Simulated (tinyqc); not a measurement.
Trap density from the leakage.

Problem. Trap-assisted leakage is J = q Nt times the integral over x of the rate through one trap. Find Nt, the areal density Nt t and the mean in-plane spacing (Nt t)^(-1/2).

Parameters, values chosen for the exercise: thickness t = 5.7 nm.

Constants: q = 1.602176634e-19 C. Results are converted to the units shown.

J = 1.6429529e-11 A/cm^2
integral of the rate over x = 0.0042727106 nm/s

Answer. J is proportional to Nt.

Nt = 2.400e17 cm^-3
Nt t = 1.368e11 cm^-2
in-plane spacing = 27.04 nm

Program tinyqc, `OMP_NUM_THREADS=1 python tinyqc.py 2370138 2370139 out.jsonl`; Intel Xeon 2.30GHz, shared host, one thread, about 0.05 s.
